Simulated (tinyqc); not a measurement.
From results back to parameters: mean-field antiferromagnet of the Hubbard model on the square lattice. Two cases, with inputs chosen for the exercise.

Problem. In the insulating state f(E-) = 1 and f(E+) = 0, so the gap equation is 1 = (U/2) mean 1/sqrt(e-^2 + Delta^2). Delta is given and U is hidden.

e(k) = -2 t (cx + cy) - 4 t2 cx cy, ci = cos ki; one electron a site; Q = (pi, pi). <n_up - n_dn> = m cos(Q.R) gives Delta = U m/2 and bands E = e+ -/+ sqrt(e-^2 + Delta^2), e+- = (e(k) +- e(k + Q))/2 (the constant U/2 is dropped). Means run over the mesh k_i = 2 pi (j + 1/2)/N of the whole zone: mu from mean(f(E-) + f(E+)) = 1; m(out) = mean of Delta (f(E-) - f(E+))/sqrt(e-^2 + Delta^2); free energy per site F = -kT mean[ln(1 + exp(-(E- - mu)/kT)) + ln(1 + exp(-(E+ - mu)/kT))] + mu + U m^2/4. Order at T > 0 in two dimensions is an artefact of mean field.

Find: mean 1/sqrt(e-^2 + Delta^2); U; m.

Method. Form the weighted mean over the classes; U = 2/mean and m = 2 Delta/U.

Case 1.

Classes of points:

| \|e-\| (eV) | e+ (eV) | points |
|---|---|---|
| 0.0000 | 0.0000 | 8 |
| 3.2810 | 0.0000 | 8 |

Delta = 1.58588 eV

Solution.

mean 1/sqrt(e-^2 + Delta^2) = 0.452 1/eV
U = 4.42 eV
m = 0.718

Case 2.

Classes of points:

| \|e-\| (eV) | e+ (eV) | points |
|---|---|---|
| 0.0000 | 0.0000 | 8 |
| 2.1779 | 0.0000 | 8 |

Delta = 2.33239 eV

Solution.

mean 1/sqrt(e-^2 + Delta^2) = 0.371 1/eV
U = 5.39 eV
m = 0.865

Computed by tinyqc, one run a case: `OMP_NUM_THREADS=1 python tinyqc.py N N+1 out.jsonl` with N = 1682670, 1682771; one thread of a shared Intel(R) Xeon(R) Processor @ 2.30GHz, about 0.2 s a run at most.
